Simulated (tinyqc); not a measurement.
What moves the results: shallow acceptor in the spherical four-band model. A value that a table varies takes the place of the one given here.

The ground state 1S3/2 has an L = 0 part f(r) and an L = 2 part g(r). In units of Ry* and a*, with Gaussians f_i = exp(-a_i r^2), g_i = r^2 exp(-a_i r^2), A = a_i + a_j and I(n) = Gamma((n + 1)/2)/(2 A^((n + 1)/2)): S_ff = I(2), S_gg = I(6), H_ff = (6 a_i a_j/A) I(2) - 2 I(1), H_gg = (14 a_i a_j/A) I(6) - 2 I(5), H_fg = -mu [15 I(2) - 20 a_j I(4) + 4 a_j^2 I(6)]; each function is then normalised. The split-off band is left out.

Converged values use 22 exponents 2.2^i, i = -7 to 14, for f and for g.

Units Ry* = Ry/(g1 eps^2) and a* = a0 eps g1; mu = (6 g3 + 4 g2)/(5 g1) is the spherical heavy-light coupling and delta = (g3 - g2)/g1 the cubic term, which is left out.

Constants: Ry = 13.60569312 eV; a0 (Bohr radius) = 0.5291772105 angstrom.

Values chosen for the exercise (near those of a shallow acceptor in Si, where the small spin-orbit splitting and strong warping make this model rough; shifted at random, so the results belong to these values and not to a real crystal): mus = (0.2, 0.26, 0.48, 0.59, 0.73, 0.83, 0.87) (couplings); rc = 1.6 angstrom (radius of the central cell); Vs = (2, 0, -0.5, -1.5, -2.5, -3.5) eV (central-cell strengths); g1 = 4.28 (Luttinger gamma1); g2 = 0.34 (gamma2); g3 = 1.44 (gamma3); eps = 11.7 (dielectric constant).

## Strength of the heavy-light coupling

Ry* = 23.2223 meV

Converged values in Ry* and a*; the heavy-mass hydrogen model gives 1/(1 - mu).

Results:

| mu | binding (Ry*) | 1/(1 - mu) | ratio | L = 2 weight | <r> (a*) | binding (meV) |
|---|---|---|---|---|---|---|
| 0.20 | 1.037 | 1.250 | 0.830 | 0.017 | 1.454 | 24.1 |
| 0.26 | 1.065 | 1.351 | 0.788 | 0.029 | 1.423 | 24.7 |
| 0.48 | 1.268 | 1.923 | 0.659 | 0.101 | 1.225 | 29.5 |
| 0.59 | 1.478 | 2.439 | 0.606 | 0.155 | 1.072 | 34.3 |
| 0.73 | 2.017 | 3.704 | 0.545 | 0.244 | 0.811 | 46.8 |
| 0.83 | 2.966 | 5.882 | 0.504 | 0.324 | 0.568 | 68.9 |
| 0.87 | 3.758 | 7.692 | 0.488 | 0.359 | 0.455 | 87.3 |

The binding starts as 1 + O(mu^2), 1.037 at mu = 0.20, since the coupling enters in second order, and reaches 3.76 at mu = 0.87. The ratio to the heavy-mass model falls from 0.83 to 0.49, towards about 0.44 as mu goes to 1: the bound hole is only partly heavy. The L = 2 weight grows to 0.36 and the radius shrinks by a factor 3.2.

## Central-cell correction

mu = 0.46729
a* = 26.499 angstrom

A short-range term V exp(-r^2/rc^2) is added (negative: attracts the hole); its elements are V S (A/(A + 1/rc^2))^(3/2) for f and ^(7/2) for g, in the same units.

Results:

| V (eV) | 1S binding (meV) | 2S binding (meV) | <r> (angstrom) | L = 2 weight |
|---|---|---|---|---|
| 2.0 | 27.9 | 7.77 | 34.2 | 0.094 |
| 0.0 | 29.0 | 7.92 | 32.9 | 0.095 |
| -0.5 | 29.4 | 7.96 | 32.5 | 0.096 |
| -1.5 | 30.3 | 8.07 | 31.6 | 0.097 |
| -2.5 | 31.3 | 8.20 | 30.5 | 0.097 |
| -3.5 | 32.8 | 8.36 | 29.2 | 0.099 |

From V = 0 to -3.5 eV the 1S binding grows by 3.7 meV (13 %) and the 2S binding by 0.44 meV, so the chemical shift sits mainly in the ground state. A repulsion of 2 eV removes 1.1 meV. The slope is 1.42 meV per eV over the last step against 0.57 on the repulsive side, since attraction pulls the state into the cell; over this range the level stays shallow.

## What each parameter does

Converged values. Each row changes one parameter from the base and keeps the others.

Results:

| case | mu | Ry* (meV) | binding (meV) | <r> (angstrom) |
|---|---|---|---|---|
| base | 0.467 | 23.22 | 29.04 | 32.9 |
| g1 = 4.62 | 0.433 | 21.51 | 25.96 | 36.6 |
| g2 = 0.29 | 0.458 | 23.22 | 28.74 | 33.1 |
| g3 = 1.32 | 0.434 | 23.22 | 28.04 | 33.9 |
| eps = 10.8 | 0.467 | 27.25 | 34.08 | 30.3 |

The largest shifts from the base row, up to three for each result and ties (the steps differ in size, so this ranks the rows, not the parameters). mu: g1 -0.034, g3 -0.034, g2 -0.009; unchanged at the printed digits by eps. Ry* (meV): eps +4.03, g1 -1.71; unchanged at the printed digits by g2 and g3. binding (meV): eps +5.04, g1 -3.07, g3 -0.99. <r> (angstrom): g1 +3.7, eps -2.5, g3 +1.0. g1 acts twice: it lowers Ry* and it lowers mu.

tinyqc: `OMP_NUM_THREADS=1 python tinyqc.py 1281336 1281337 out.jsonl`; about 0.3 s, one thread, shared Intel(R) Xeon(R) Processor @ 2.30GHz.
